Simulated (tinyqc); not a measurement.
Holstein polaron on two sites: one step, computed by the program tinyqc.

One electron on sites 1 and 2: H = -t (c1+ c2 + c2+ c1) + hbar omega sum_i b_i+ b_i - g hbar omega sum_i n_i (b_i + b_i+). The symmetric phonon shifts the energy by -g^2 hbar omega/2 and drops out; with b = (b_1 - b_2)/sqrt(2) there remains H = -t sigma_x + hbar omega b+ b - (g hbar omega/sqrt(2)) sigma_z (b + b+). Parity splits it into blocks p = +1 and -1 over phonon numbers n. Zero-point energies are left out. Weights Z refer to mode b alone; the displaced symmetric mode multiplies the full zero-phonon weight by exp(-g^2/2).

Question. The even block in a small basis. Block p: H_nn = n hbar omega - p t (-1)^n - g^2 hbar omega/2, H_(n,n+1) = -(g hbar omega/sqrt(2)) sqrt(n + 1). Take p = +1 and n = 0..N-1.

Inputs (values chosen for the exercise, for a model dimer):
```
quantity,value,unit
hopping t,9.5,meV
phonon energy hbar omega,96.3,meV
coupling g,0.3,-
phonon levels kept N,5,-
```

Give: H, even block.

Answer.

H, even block (meV):
```
,1,2,3,4,5
1,-13.8,-20.4,0.0,0.0,0.0
2,-20.4,101.5,-28.9,0.0,0.0
3,0.0,-28.9,178.8,-35.4,0.0
4,0.0,0.0,-35.4,294.1,-40.9
5,0.0,0.0,0.0,-40.9,371.4
```
